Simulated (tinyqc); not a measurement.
Crystallisation kinetics and data retention of a phase-change cell: kissinger analysis.

Johnson-Mehl-Avrami-Kolmogorov law X = 1 - exp(-y^n), y = integral of k dt, k = (1/100 s) exp[-(Ec q/kB)(1/T - 1/T1)].

Tp is the temperature of the largest dX/dt on a ramp of rate b (b in K/min in the logarithm).

Values chosen for this exercise; values of the order of Ge-Sb-Te and related chalcogenides:
- Ec = 2.15 eV (activation energy of crystallisation)
- T1 = 424 K (temperature at which the rate k is 1/(100 s))
- n = 2.5 (Avrami exponent)

Constants: q = 1.602176634e-19 C, kB = 1.380649e-23 J/K. Results are converted to the units shown.

Results:
```
b (K/min)  Tp (K)  q/kB Tp (1/eV)  ln(b/Tp^2)  X at the peak
0.5         409.6           28.33      -12.72         0.6275
1           414.2           28.02      -12.05         0.6274
2           418.9           27.70      -11.38         0.6274
5           425.2           27.29      -10.50         0.6273
20          435.2           26.67      -9.156         0.6272
50          442.0           26.26      -8.271         0.6271
100         447.3           25.94      -7.601         0.6271
```

Estimate the missing row, b = 10 K/min.

Computed row:
```
b (K/min)  Tp (K)  q/kB Tp (1/eV)  ln(b/Tp^2)  X at the peak
10          430.1           26.98      -9.826         0.6273
```

With this row back in the table: Tp rises from 410 to 447 K. The slope of ln(b/Tp^2) against q/kB Tp between the end rows is -2.149 eV, against Ec = 2.15 eV, and X at the peak stays near 1 - 1/e = 0.632 (0.627 to 0.627).

Range of the model: One Arrhenius rate is assumed; incubation, growth from the boundary and the non-Arrhenius kinetics of the supercooled liquid are left out.

Program tinyqc, `OMP_NUM_THREADS=1 python tinyqc.py 2490144 2490145 out.jsonl`; Intel Xeon 2.30GHz, shared host, one thread, about 0.04 s.
